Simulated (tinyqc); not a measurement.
# Resistance of a circular point contact between the ballistic and the diffusive limit: effect of the radius

Two half-spaces of a free-electron metal (one valley, spin 2) meet through a circular opening of radius a in an insulating sheet.

kF = (3 pi^2 n)^(1/3), resistivity rho = hbar kF/(n q^2 l). Maxwell: RM = rho/(2 a); Sharvin: RS = 4 rho l/(3 pi a^2); interpolation R = RS + gamma RM, gamma = (1 + 0.83 K)/(1 + 1.33 K), K = l/a.

Values chosen for this exercise:
```
symbol,value,unit,meaning
n,3.4e22,cm^-3,free-electron density
l,26,nm,mean free path
```

Constants: q = 1.602176634e-19 C, hbar = 1.054571817e-34 J s. Results are converted to the units shown.

Results:

| a (nm) | K = l/a | RM (ohm) | RS (ohm) | R (ohm) |
|---|---|---|---|---|
| 1.5 | 17.33 | 15.53 | 228.4 | 238.4 |
| 6.8 | 3.824 | 3.425 | 11.12 | 13.46 |
| 15 | 1.733 | 1.553 | 2.284 | 3.430 |
| 32 | 0.8125 | 0.7278 | 0.5019 | 1.088 |
| 68 | 0.3824 | 0.3425 | 0.1112 | 0.4102 |
| 150 | 0.1733 | 0.1553 | 0.02284 | 0.1672 |
| 310 | 0.08387 | 0.07512 | 0.005348 | 0.07764 |
| 670 | 0.03881 | 0.03476 | 0.001145 | 0.03526 |

Estimate the missing row, a = 3.2 nm.

Computed row:

| a (nm) | K = l/a | RM (ohm) | RS (ohm) | R (ohm) |
|---|---|---|---|---|
| 3.2 | 8.125 | 7.278 | 50.19 | 54.97 |

With this row back in the table: R falls from 238 to 0.0353 ohm, as a^(-1.94) between the first two rows and a^(-1.02) between the last two (Sharvin -2, Maxwell -1). RM equals RS at a = 8 l/(3 pi) = 22.1 nm.

Computed by the program tinyqc: `OMP_NUM_THREADS=1 python tinyqc.py 2760094 2760095 out.jsonl`, one thread of a shared Intel Xeon 2.30GHz, about 0.01 s for the whole run.
